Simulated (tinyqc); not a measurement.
From results back to parameters: phonon-assisted absorption at an indirect gap. Three cases, with inputs chosen for the exercise.

Problem. A slab transmits Tr = (1 - R)^2 x/(1 - R^2 x^2) with x = exp(-alpha d) and R = ((nr - 1)/(nr + 1))^2.

Find: x; alpha.

Method. Tr R^2 x^2 + (1 - R)^2 x - Tr = 0; take the positive root, then alpha = -ln(x)/d.

Case 1.

Values chosen (out of a larger set: loosely those of AlAs at room temperature; Eg is not tied to T; not measured data): nr = 3.11 (refractive index); d = 1.1 micrometre (thickness).

Tr = 0.557786

Solution.

x = 0.9623
alpha = 349 1/cm

Case 2.

Values chosen (out of a larger set: loosely those of SiGe at room temperature; Eg is not tied to T; not measured data): nr = 3.78 (refractive index); d = 11 micrometre (thickness).

Tr = 0.475553

Solution.

x = 0.9692
alpha = 28.4 1/cm

Case 3.

Values chosen (out of a larger set: loosely those of Si at room temperature; Eg is not tied to T; not measured data): nr = 3.56 (refractive index); d = 11 micrometre (thickness).

Tr = 0.519882

Solution.

x = 0.9987
alpha = 1.19 1/cm

Computed by tinyqc, one run a case: `OMP_NUM_THREADS=1 python tinyqc.py N N+1 out.jsonl` with N = 1680606, 1680612, 1680624; one thread of a shared Intel(R) Xeon(R) Processor @ 2.30GHz, about 0.01 s a run at most.
